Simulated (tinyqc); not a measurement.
One-sided p+-n junction, ionisation integral and breakdown: two steps of the calculation.

A p+ layer at x < 0 and an n drift layer from x = 0. Depletion approximation, built-in voltage neglected. Local ionisation coefficients alpha_n = an exp(-(bn/E)^mx), alpha_p = ap exp(-(bp/E)^mx). Electrons move towards +x, holes towards x = 0.

Values chosen for this exercise; material values close to those of silicon:

| symbol | value | unit | meaning |
|---|---|---|---|
| eps_r | 11.8 |  | relative permittivity |
| an | 6.77e5 | 1/cm | prefactor of the electron ionisation coefficient |
| bn | 1.32e6 | V/cm | field constant for electrons |
| ap | 1.51e6 | 1/cm | prefactor of the hole ionisation coefficient |
| bp | 2.04e6 | V/cm | field constant for holes |
| mx | 1 |  | exponent |
| N | 6.4e14 | cm^-3 | donor density of the drift layer |
| V | 351 | V | reverse voltage |
| fr | 0.6 |  | share of the depleted width that the grid covers |

Constants: q = 1.602176634e-19 C, eps0 = 8.8541878128e-14 F/cm where lengths are in cm. Results are converted to the units shown.

Problem 1. Field and ionisation coefficients on a grid. W = sqrt(2 eps0 eps_r V/(q N)), peak field E0 = q N W/(eps0 eps_r), falling linearly to 0 at W. Grid: 13 equal steps from 0 to fr W.

Give: W; x; E; alpha_n; alpha_p.

Solution 1.

W = 26.74 um

```
point  x (um)  E (kV/cm)  alpha_n (1/cm)  alpha_p (1/cm)
0        0.00      262.5            4432           636.3
1        1.23      250.4            3474           436.8
2        2.47      238.3            2657           288.7
3        3.70      226.1            1975           182.5
4        4.94      214.0            1419           109.5
5        6.17      201.9           980.3           61.81
6        7.41      189.8           645.8           32.43
7        8.64      177.7           401.9           15.58
8        9.87      165.6           233.4           6.727
9       11.11      153.5           124.4           2.543
10      12.34      141.3           59.50          0.8138
11      13.58      129.2           24.79          0.2103
12      14.81      117.1           8.617         0.04108
13      16.05      105.0           2.347        0.005504
```

Problem 2. Ionisation integrals by the trapezoid rule. G(x) = integral from 0 to x of (alpha_n - alpha_p); I_n = integral of alpha_n exp(-G) (electrons injected at x = 0), I_p = integral of alpha_p exp(G(end) - G) (holes injected at the far edge); M = 1/(1 - I). All integrals by the trapezoid rule on the grid.

```
point     x (um)  alpha_n (1/cm)  alpha_p (1/cm)
0       0.000000       4431.5155       636.27956
1       1.234374       3474.3462       436.84322
2       2.468747       2657.3385       288.66503
3       3.703121       1974.9060       182.46702
4       4.937495       1419.2322       109.50212
5       6.171868       980.26017       61.808653
6       7.406242       645.82195       32.431631
7       8.640615       401.94929       15.584595
8       9.874989       233.39521       6.7273752
9      11.109363       124.37610       2.5432433
10     12.343736       59.500563      0.81378345
11     13.578110       24.789327      0.21030034
12     14.812484       8.6165752     0.041075648
13     16.046857       2.3469167    0.0055036970
```

Wanted: G; alpha_n exp(-G); I_n; I_p; M_n; M_p.

Solution 2.

```
point      G  alpha_n exp(-G) (1e3 1/cm)
0      0.000                       4.432
1      0.422                       2.279
2      0.755                       1.249
3      1.012                       0.718
4      1.204                       0.426
5      1.341                       0.256
6      1.436                       0.154
7      1.497                       0.090
8      1.535                       0.050
9      1.557                       0.026
10     1.568                       0.012
11     1.573                       0.005
12     1.575                       0.002
13     1.576                       0.000
```

I_n = 0.9237
I_p = 0.5186
M_n = 13.10
M_p = 2.077

tinyqc, about 0.05 s, one thread, Intel Xeon 2.30GHz (shared host): `OMP_NUM_THREADS=1 python tinyqc.py 2120057 2120058 out.jsonl`
